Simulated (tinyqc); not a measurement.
Exchange-only LDA atom on a uniform radial grid, spin-unpolarised, for Li, step by step. Computed by tinyqc, a small Python program that keeps every step. Settings: Z = 3, points = 256, R = 12.8, functional = Slater exchange alone, mixing = 0.4, iteration cap = 72. Command: `OMP_NUM_THREADS=1 python tinyqc.py 20169 20170 out.jsonl` (the two numbers bound the seeds that draw the settings). One thread of a shared host (Intel(R) Xeon(R) Processor @ 2.60GHz), about 0.8 s of CPU time with the checks. Later iterations appear only in the table of the cycle.

## Iteration 1

Spherical atom on a uniform radial grid r_j = j h with h = R/(N + 1), h sum u^2 = 1 and integrals as h times sums, u(0) = u(R) = 0 (atomic units):
```
parameter            value
Z                        3
points N               256
R                12.800000
h                 0.049805
mixing            0.400000
electrons in 1s          2
electrons in 2s          1
```

Three-point differences turn -u''/2 + [l(l+1)/2r^2 - Z/r + V] u = e u into a tridiagonal matrix (diagonal 1/h^2 + potential, off-diagonal -1/2h^2). D = sum f u^2; the Hartree potential y/r solves y'' = -D/r with y(0) = 0, y(R) = N_e; v_xc comes from rho = D/(4 pi r^2); E = sum f e - int D V + int D (V_H/2 + eps_xc); V(new) = V + mixing (V_H + v_xc - V).

eigenvalues (hartree): 1s -4.475161, 2s -1.123435

Every 16th grid point:
```
r              V in     u(1s)      u(2s)         D       V_H       v_xc
0.796887   0.000000  0.760826  -0.170548  1.186798  3.010821  -0.521733
1.593774   0.000000  0.140569  -0.744821  0.594278  1.755415  -0.260995
2.390661   0.000000  0.019478  -0.629953  0.397599  1.233796  -0.174204
3.187549   0.000000  0.002399  -0.372192  0.138539  0.938046  -0.101190
3.984436   0.000000  0.000277  -0.185526  0.034420  0.752507  -0.054821
4.781323   0.000000  0.000031  -0.083652  0.006998  0.627388  -0.028546
5.578210   0.000000  3.31e-06  -0.035294  0.001246  0.537800  -0.014490
6.375097   0.000000  3.49e-07  -0.014203  0.000202  0.470580  -0.007225
7.171984   0.000000  3.63e-08  -0.005516  0.000030  0.418294  -0.003556
7.968872   0.000000  3.73e-09  -0.002084  4.34e-06  0.376465  -0.001732
8.765759   0.000000  3.79e-10  -0.000770  5.93e-07  0.342241  -0.000837
9.562646   0.000000  3.82e-11  -0.000280  7.82e-08  0.313721  -0.000402
10.359533  0.000000         0  -0.000100  9.97e-09  0.289588  -0.000192
11.156420  0.000000         0  -0.000035  1.21e-09  0.268903  -0.000091
11.953307  0.000000         0  -0.000011  1.22e-10  0.250977  -0.000040
12.750195  0.000000         0  -5.30e-07         0  0.235291   0.000000
```

total energy = -6.68987091 hartree

## Iteration 2

As before.

eigenvalues (hartree): 1s -3.177504, 2s -0.592605

Every 16th grid point:
```
r              V in     u(1s)      u(2s)         D       V_H       v_xc
0.796887   0.995635  0.798771  -0.058074  1.279443  2.888120  -0.534970
1.593774   0.597768  0.186635  -0.599988  0.429651  1.690576  -0.234247
2.390661   0.423837  0.034347  -0.655448  0.431971  1.207373  -0.179085
3.187549   0.334742  0.005738  -0.498630  0.248698  0.930021  -0.122982
3.984436   0.279075  0.000909  -0.322002  0.103687  0.750446  -0.079174
4.781323   0.239537  0.000140  -0.189413  0.035877  0.626908  -0.049222
5.578210   0.209324  0.000021  -0.104955  0.011016  0.537695  -0.029964
6.375097   0.185342  3.09e-06  -0.055801  0.003114  0.470558  -0.017990
7.171984   0.165895  4.52e-07  -0.028782  0.000828  0.418290  -0.010696
7.968872   0.149893  6.54e-08  -0.014504  0.000210  0.376464  -0.006314
8.765759   0.136561  9.40e-09  -0.007174  0.000051  0.342241  -0.003706
9.562646   0.125327  1.34e-09  -0.003491  0.000012  0.313721  -0.002163
10.359533  0.115759  1.91e-10  -0.001667  2.78e-06  0.289588  -0.001253
11.156420  0.107525  2.70e-11  -0.000766  5.87e-07  0.268903  -0.000710
11.953307  0.100375         0  -0.000303  9.16e-08  0.250977  -0.000365
12.750195  0.094116         0  -0.000016  2.57e-10  0.235291  -0.000049
```

total energy = -6.97590003 hartree

## Convergence

Stop when input and output potentials agree to 1e-7.

Course of the cycle (hartree):
```
iteration            E      e(1s)      e(2s)  largest |V(out) - V(in)|
1          -6.68987091  -4.475161  -1.123435                  4.35e+00
2          -6.97590003  -3.177504  -0.592605                  2.24e+00
3          -7.07917561  -2.497184  -0.334328                  1.12e+00
4          -7.11366728  -2.146649  -0.206956                  5.44e-01
5          -7.12447672  -1.969505  -0.143294                  2.60e-01
6          -7.12769748  -1.881726  -0.111114                  1.24e-01
7          -7.12863003  -1.839025  -0.094712                  5.87e-02
8          -7.12889801  -1.818638  -0.086314                  2.76e-02
9          -7.12897546  -1.809116  -0.082012                  1.28e-02
10         -7.12899811  -1.804800  -0.079815                  5.81e-03
11         -7.12900484  -1.802931  -0.078700                  3.09e-03
...                ...        ...        ...                       ...
23         -7.12900778  -1.802065  -0.077621                  1.33e-05
24         -7.12900778  -1.802068  -0.077621                  8.18e-06
25         -7.12900778  -1.802070  -0.077622                  5.03e-06
26         -7.12900778  -1.802071  -0.077622                  3.08e-06
27         -7.12900778  -1.802072  -0.077622                  1.89e-06
28         -7.12900778  -1.802072  -0.077622                  1.16e-06
29         -7.12900778  -1.802073  -0.077622                  7.06e-07
30         -7.12900778  -1.802073  -0.077622                  4.31e-07
31         -7.12900778  -1.802073  -0.077622                  2.63e-07
32         -7.12900778  -1.802073  -0.077622                  1.60e-07
33         -7.12900778  -1.802073  -0.077622                  9.75e-08
```

Converged in 33 iterations. A uniform grid resolves the cusp poorly: for a bare nucleus this grid gives 1s at -4.47516 against -Z^2/2 = -4.5 hartree. Before convergence this energy mixes input and output and is not variational, so it may rise towards its limit.
